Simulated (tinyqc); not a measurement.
Undoped symmetric double-gate MOSFET, analytic potential model: effect of the gate work function less that of the intrinsic body.

An undoped body of thickness ts between two equal insulators and tied gates; long channel, electrons only, n = ni exp((psi - V)/Vt) with V the quasi-Fermi potential (0 at the source, Vd at the drain), constant mobility, no quantisation. Across the body psi(x) = V - 2 Vt ln[(ts/(2 beta)) sqrt(q ni/(2 eps0 eps_r Vt)) cos(2 beta x/ts)], x from the centre. Q is the electron charge per area of the whole body.

ni = sqrt(Nc Nv) exp(-Eg/(2 Vt)), Eg in volts; r = eps_r tox/(eox ts); V0 = dphi + 2 Vt ln[(2/ts) sqrt(2 eps0 eps_r Vt/(q ni))]. beta (between 0 and pi/2) solves (Vg - V0 - V)/(2 Vt) = ln(beta) - ln(cos beta) + 2 r beta tan(beta). Q = 8 eps0 eps_r Vt beta tan(beta)/ts; I = mu (1/L)(4 eps0 eps_r/ts)(2 Vt)^2 [g(beta_s) - g(beta_d)] per width, g = beta tan(beta) - beta^2/2 + r beta^2 tan^2(beta), with beta_s at V = 0 and beta_d at V = Vd.  I(low) is taken at Vg = 0.37 V, Qs and I(high) at Vg = 1.12 V.

Parameters, values chosen for the exercise; material values close to those of gallium arsenide: temperature T = 273 K; band gap Eg = 1.43 eV; relative permittivity of the semiconductor eps_r = 13; conduction-band density of states at T Nc = 3.78e17 cm^-3; valence-band density of states at T Nv = 7.92e18 cm^-3; relative permittivity of the gate insulator eox = 21; insulator thickness tox = 5.5 nm; body thickness ts = 5 nm; channel mobility mu = 320 cm^2/(V s); gate length L = 1 um; drain voltage Vd = 0.8 V.

Constants: q = 1.602176634e-19 C, kB = 1.380649e-23 J/K, Vt = kB T/q, eps0 = 8.8541878128e-14 F/cm where lengths are in cm. Results are converted to the units shown.

Effect of the gate work function less that of the intrinsic body:

| dphi (V) | V0 (V) | I(low) (nA/um) | Qs(high) (nC/cm^2) | I(high) (uA/um) |
|---|---|---|---|---|
| -0.27 | 0.4718 | 42.12 | 3696 | 372.5 |
| -0.22 | 0.5218 | 5.125 | 3386 | 315.9 |
| -0.17 | 0.5718 | 0.6134 | 3077 | 264.2 |
| -0.12 | 0.6218 | 0.07325 | 2771 | 217.4 |
| -0.07 | 0.6718 | 0.008745 | 2468 | 175.5 |
| -0.02 | 0.7218 | 0.001044 | 2169 | 138.4 |
| 0.03 | 0.7718 | 1.247e-4 | 1875 | 106.0 |

As dphi goes from -0.27 to 0.03 V, I(low) falls from 42.1 to 1.25e-4 nA/um and I(high) falls from 373 to 106 uA/um. V0 rises from 0.472 to 0.772 V. In every row the surface density at the source at the higher gate voltage passes 0.3 Nc, where Boltzmann statistics fail. In every row the body is thin enough for quantum confinement, left out here, to raise the threshold.

Computed by the program tinyqc: `OMP_NUM_THREADS=1 python tinyqc.py 2440167 2440168 out.jsonl`, one thread of a shared Intel Xeon 2.30GHz, about 0.03 s for the whole run.
